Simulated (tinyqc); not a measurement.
Classical nucleation, growth and JMAK kinetics of crystallisation from a melt or glass: one step, computed by the program tinyqc. Command: `OMP_NUM_THREADS=1 python tinyqc.py 3016415 3016416 out.jsonl nucl walk`. One thread of a shared host (Intel(R) Xeon(R) Processor @ 2.30GHz), about 0.01 s of CPU time with the checks.

A spherical nucleus with a sharp interface of isotropic energy gamma; lambda = Omega^(1/3) is the jump distance.

Task: Critical nucleus. Driving force per volume: dG = H (T_m - T)/T_m. Shape factor f = 1. W(r) = f [4 pi r^2 gamma - (4/3) pi r^3 dG]; r* = 2 gamma/dG; W* = f 16 pi gamma^3/(3 dG^2); n* = f (4/3) pi r*^3/Omega.

Inputs (values chosen for the exercise, for a model substance):
```
quantity                       value        unit
melting point T_m               1270           K
heat of melting per volume H     656      J/cm^3
interface energy gamma        0.0739       J/m^2
atomic volume Omega             29.9  angstrom^3
temperature T                   1068           K
```

Nucleation: homogeneous. Driving force: Turnbull (linear).

Constants: e = 1.602176634e-19 C; k_B = 1.380649e-23 J/K.

Give: driving force dG; shape factor f; critical radius r*; barrier W*; atoms in the nucleus n*; W*/(k_B T).

Result:

driving force dG = 104.34 J/cm^3

shape factor f = 1

critical radius r* = 1.4165 nm

barrier W* = 3.8768 eV

atoms in the nucleus n* = 398.19

W*/(k_B T) = 42.123

W* equals n* Omega dG/2 = 3.877 eV.
